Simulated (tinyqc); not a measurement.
Energy and delay of logic against supply voltage: two steps of the calculation.

One expression serves below and above threshold: I(Vg) = Ik [ln(1 + exp((Vg - VT + dd V)/(al nf Vt)))]^al, with I_on = I(V) and I_off = I(0). Gate delay td = kd C V/I_on, clock period LD td. Per gate and cycle the switching energy is act C V^2 and the leakage energy I_off V LD td. No short-circuit current, no variation. Minima are sought above 0.09 V; below a few Vt gates no longer switch and the model has no meaning.

Inputs (values chosen for the exercise); values of the order met in logic technologies:
- T = 358 K (temperature)
- VT = 0.33 V (threshold voltage at zero drain bias)
- nf = 1.17 (slope factor)
- dd = 0.02 (barrier lowering per volt of supply)
- Ik = 0.64 uA (specific current of a gate)
- al = 1.71 (exponent of the current law)
- C = 2.2 fF (load capacitance of a gate)
- kd = 0.8 (delay factor)
- LD = 40 (logic depth)
- act = 0.1 (activity factor)
- V = 0.68 V (supply voltage)

Constants: q = 1.602176634e-19 C, kB = 1.380649e-23 J/K, Vt = kB T/q. Results are converted to the units shown.

Problem 1. Currents, delay and energies. I_on, I_off, td, clock frequency 1/(LD td), both energies and their sum.

Wanted: I_on; I_off; td; clock frequency; switching energy; leakage energy; energy.

Solution 1.

I_on = 13.29 uA
I_off = 0.09931 nA
td = 90.05 ps
clock frequency = 0.2776 GHz
switching energy = 101.7 aJ
leakage energy = 0.2433 aJ
energy = 102.0 aJ

I_on/I_off = 1.34e5; leakage makes up 0.239 % of the energy.

Problem 2. New V. Minimum-energy supply: E(V) is the energy per gate and cycle; with h = 0.001 V, E' = (E(V + h) - E(V - h))/(2 h), E'' = (E(V - h) - 2 E(V) + E(V + h))/h^2, V(new) = V - E'/E''.

V after iteration 1 = 0.22799803 V

Find: E'; E''; V after iteration 2.

Solution 2.

E' = -27.015 aJ/V
E'' = 2508.9 aJ/V^2
V after iteration 2 = 0.23877 V

Numbers from tinyqc (`OMP_NUM_THREADS=1 python tinyqc.py 2082094 2082095 out.jsonl`; about 0.01 s on one thread of a shared Intel Xeon 2.30GHz).
